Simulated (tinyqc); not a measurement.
p-n diode with diffusion and depletion-layer recombination: two steps of the calculation.

Abrupt junction in the depletion approximation, low injection, full ionisation, neutral widths fixed, ohmic contact on the p side. Vj is the junction voltage; where a series resistance Rs is given, V = Vj + J Rs is the terminal voltage.

Parameters, values chosen for the exercise; band and dielectric values close to those of In0.53Ga0.47As: temperature T = 325 K; band gap Eg = 0.752 eV; conduction-band density of states at T Nc = 2.35e17 cm^-3; valence-band density of states at T Nv = 8.55e18 cm^-3; acceptor density Na = 2.8e17 cm^-3; donor density Nd = 1.2e16 cm^-3; electron mobility in the p side mun = 4300 cm^2/(V s); hole mobility in the n side mup = 250 cm^2/(V s); electron lifetime tn = 2e-9 s; hole lifetime tp = 7e-6 s; neutral width of the p side wp = 22 um; neutral width of the n side wn = 6.7 um; recombination velocity at the n contact Sp = 1e7 cm/s; series resistance Rs = 0.00058 ohm cm^2; terminal voltage V = 0.54 V.

Constants: q = 1.602176634e-19 C, kB = 1.380649e-23 J/K, Vt = kB T/q. Results are converted to the units shown.

Problem 1. Diffusion lengths and saturation currents. ni = sqrt(Nc Nv) exp(-Eg/(2 Vt)), Eg in volts; D = mu Vt; Ln = sqrt(Dn tn), Lp = sqrt(Dp tp); J0n = q ni^2 Dn coth(wp/Ln)/(Ln Na); J0p = (q ni^2 Dp/(Lp Nd)) (s + tanh(wn/Lp))/(1 + s tanh(wn/Lp)), s = Sp Lp/Dp.

Wanted: ni; Ln; Lp; J0n; J0p.

Solution 1.

ni = 2.0935e12 cm^-3
Ln = 4.9077 um
Lp = 70.008 um
J0n = 6.1556e-7 A/cm^2
J0p = 6.1275e-7 A/cm^2

wp/Ln = 4.5 and wn/Lp = 0.096; electrons carry 50.1 % of the diffusion current.

Problem 2. New Vj. Diffusion current alone: J = J0 (exp(Vj/Vt) - 1), g = Vj + J Rs - V, g' = 1 + Rs J0 exp(Vj/Vt)/Vt, Vj(new) = Vj - g/g'.

Vj after iteration 1 = 0.54438810 V
J0 = J0n + J0p = 1.2283171e-6 A/cm^2

Find: J; g; g'; Vj after iteration 2.

Solution 2.

J = 339.74 A/cm^2
g = 0.20144 V
g' = 8.0358
Vj after iteration 2 = 0.51932 V

Numbers from tinyqc (`OMP_NUM_THREADS=1 python tinyqc.py 2260069 2260070 out.jsonl`; about 0.01 s on one thread of a shared Intel Xeon 2.30GHz).
